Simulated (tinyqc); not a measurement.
Undoped gate-all-around wire MOSFET, analytic charge model: two steps of the calculation.

An undoped round wire of radius R under an insulator shell and a surrounding gate; long channel, electrons only, n = ni exp((psi - V)/Vt) with V the quasi-Fermi potential (0 at the source, Vd at the drain), constant mobility, no quantisation. The radial Poisson equation gives n(r) = n(0)/(1 - (1 - b) r^2/R^2)^2 with b = Q0/(Q + Q0). Q is the electron charge per area of the wire surface.

Inputs (values chosen for the exercise); material values close to those of In0.53Ga0.47As: temperature T = 250 K; wire radius R = 10 nm; channel mobility mu = 510 cm^2/(V s); gate length L = 0.2 um; gate voltage Vg = 0.69 V; drain voltage Vd = 0.1 V.

Constants: q = 1.602176634e-19 C, kB = 1.380649e-23 J/K, Vt = kB T/q. Results are converted to the units shown.

Problem 1. Charge at the source by Newton steps. With V = 0: f = Q/Cox + Vt ln(Q/Q0) + Vt ln(1 + Q/Q0) - (Vg - V0); f' = 1/Cox + Vt/Q + Vt/(Q + Q0); Q(new) = Q - f/f'.

Q at the start = 10 nC/cm^2
Cox = 2.4450005 uF/cm^2
Q0 = 104.53030 nC/cm^2
V0 = 0.60284800 V

Wanted: f; f'; Q after iteration 1.

Solution 1.

f = -0.1317 V
f' = 0.002751 V cm^2/nC
Q after iteration 1 = 57.85 nC/cm^2

Problem 2. Drain current and line charge. Q solves Vg - V0 - V = Q/Cox + Vt ln(Q/Q0) + Vt ln(1 + Q/Q0). I = mu (2 pi R/L)[2 Vt (Qs - Qd) + (Qs^2 - Qd^2)/(2 Cox) + Vt Q0 ln((Qd + Q0)/(Qs + Q0))], with Qs at V = 0 and Qd at V = Vd. Electrons per length at the source: 2 pi R Qs/q; surface over centre density: (1 + Qs/Q0)^2.

Qs = 148.19781 nC/cm^2
Qd = 27.234935 nC/cm^2
Cox = 2.4450005 uF/cm^2
Q0 = 104.53030 nC/cm^2

Give: first term; second term; third term; I; electrons per length; surface over centre density.

Solution 2.

first term = 0.83505 uA
second term = 0.69530 uA
third term = -0.23499 uA
I = 1.2954 uA
electrons per length = 0.58118 1/nm
surface over centre density = 5.8455

The square-law term makes up 53.7 % of the current.

Program tinyqc, `OMP_NUM_THREADS=1 python tinyqc.py 2460025 2460026 out.jsonl`; Intel Xeon 2.30GHz, shared host, one thread, about 0.02 s.
